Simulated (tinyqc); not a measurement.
# Junction parameters from two forward currents

Problem. D(v) = J1 (exp(v/Vt) - 1) + J2 (exp(v/(2 Vt)) - 1). Find J1, J2 and the voltage 2 Vt ln(J2/J1) near which both parts are equal.

Values chosen for this exercise: temperature T = 330 K.

Constants: q = 1.602176634e-19 C, kB = 1.380649e-23 J/K, Vt = kB T/q. Results are converted to the units shown.

junction voltages (V): [0.3, 0.65]
currents (uA/um): [1.6622505e-6, 0.063179629]

Solution. The current is linear in J1 and J2, so two points give two equations.

J1 = 7.400e-12 uA/um
J2 = 7.100e-9 uA/um
crossover = 0.3905 V

Computed by the program tinyqc: `OMP_NUM_THREADS=1 python tinyqc.py 2182166 2182167 out.jsonl`, one thread of a shared Intel Xeon 2.30GHz, about 0.2 s for the whole run.
